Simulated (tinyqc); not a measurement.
# Threshold-voltage variability of a planar MOSFET, analytic estimates, step by step

Computed by the program tinyqc: `OMP_NUM_THREADS=1 python tinyqc.py 2090168 2090169 out.jsonl`, one thread of a shared Intel Xeon 2.30GHz, about 0.01 s for the whole run. Printed values are rounded.

Three independent sources add in quadrature: random dopants in the depleted layer, metal-gate grains of two orientations, and roughness of the two gate edges acting through the roll-off VT = VT(long) - Vr exp(-L/l). These are first-order estimates: no three-dimensional electrostatics, no percolation.

Parameters, values chosen for the exercise; material values close to those of silicon:
```
symbol    value   unit                                                 meaning
T           293      K                                             temperature
Eg          1.1     eV                                                band gap
eps_r      11.7                     relative permittivity of the semiconductor
Nc      2.74e19  cm^-3                  conduction-band density of states at T
Nv      2.59e19  cm^-3                     valence-band density of states at T
Na       6.2e17  cm^-3                                          channel doping
ti          2.5     nm                 oxide-equivalent thickness in inversion
L            90     nm                                             gate length
W           230     nm                                              gate width
G             4     nm                                        metal grain size
dW          0.1     eV  work-function difference of the two grain orientations
p           0.6               share of the orientation of higher work function
De          0.9     nm                          rms roughness of one gate edge
La           10     nm                     correlation length of the roughness
l            19     nm                  decay length of the threshold roll-off
Vr          1.6      V                               prefactor of the roll-off
n          1.31                                            subthreshold factor
gI           20    1/V                                  gm/I of a matched pair
sb          1.5      %                 spread of the gain factor of one device
Nb      8388608                                                number of cells
Y         0.999                                                   wanted yield
```

Constants: q = 1.602176634e-19 C, kB = 1.380649e-23 J/K, Vt = kB T/q, eps0 = 8.8541878128e-14 F/cm where lengths are in cm. Results are converted to the units shown.

## Random dopants

ni = sqrt(Nc Nv) exp(-Eg/(2 Vt)), Eg in volts; Cox = 3.9 eps0/ti; Wd = sqrt(4 eps0 eps_r Vt ln(Na/ni)/(q Na)); dopants: s1 = (q/Cox) sqrt(Na Wd/(3 L W)). The slope A1 = s1 sqrt(L W); mean number of dopants Na L W Wd.

Cox = 1.38125 uF/cm^2
Wd = 43.5690 nm
mean number of dopants = 559.165
A1 = 1.10068 mV um
s1 = 7.65025 mV

Counting alone, 1/sqrt(N) of the depletion voltage q Na Wd/Cox = 313 mV, would give sqrt(3) times more: dopants deep in the layer act less on the surface.

## Metal grains and edge roughness

Grains: Ng = L W/G^2 (at least 1), s2 = dW sqrt(p (1 - p)/Ng). Edges, with exponential correlation and u = W/La: the mean gate length has sL^2 = 2 De^2 (2/u)[1 - (1 - exp(-u))/u]; s3 = sL (Vr/l) exp(-L/l).

Ng = 1293.75
s2 = 1.36201 mV
sL = 0.367076 nm
dVT/dL = 0.738214 mV/nm
s3 = 0.270980 mV

## Total spread, mismatch and leakage

s = sqrt(s1^2 + s2^2 + s3^2). For a pair: s(dVT) = sqrt(2) s; current mismatch sqrt(2) sqrt((gI s)^2 + sb^2); input offset = current mismatch/gI. For a Gaussian VT the off current is log-normal with mean/median = exp(s^2/(2 (n Vt)^2)).

s = 7.77528 mV
s(dVT) = 10.9959 mV
current mismatch = 22.0939 %
input offset = 11.0469 mV
mean/median of Ioff = 1.02802

The dopants give 96.8 % of the variance; without them s would be 1.39 mV.

## Iteration 1: margin in standard deviations for the wanted yield

k at the start = 4

Cells fail independently with probability Q(k) = erfc(k/sqrt(2))/2 when the margin is k standard deviations, and Y = exp(-Nb Q(k)). phi = exp(-k^2/2)/sqrt(2 pi). Newton steps on ln Q(k) = ln(-ln(Y)/Nb): k(new) = k + [ln Q - ln(-ln(Y)/Nb)] Q/phi.

Q(k) = 3.16712e-5
phi = 1.33830e-4
k after iteration 1 = 6.95568

## Iteration 2: margin in standard deviations for the wanted yield

As before.

Q(k) = 1.75434e-12
phi = 1.24453e-11
k after iteration 2 = 6.36091

## Course of the iteration: margin in standard deviations for the wanted yield

Stop when k changes by less than 1e-9, or after 30 iterations.

Course of the iteration:
```
iteration        k  |change|
1          6.95568      2.96
2          6.36091     0.595
3          6.33428    0.0266
4          6.33422   5.35e-5
5          6.33422  2.16e-10
```

Converged in 5 iterations. At the end the number of correct digits about doubles with each step. With s(dVT) = 11.0 mV, 6.33 standard deviations are 69.7 mV.
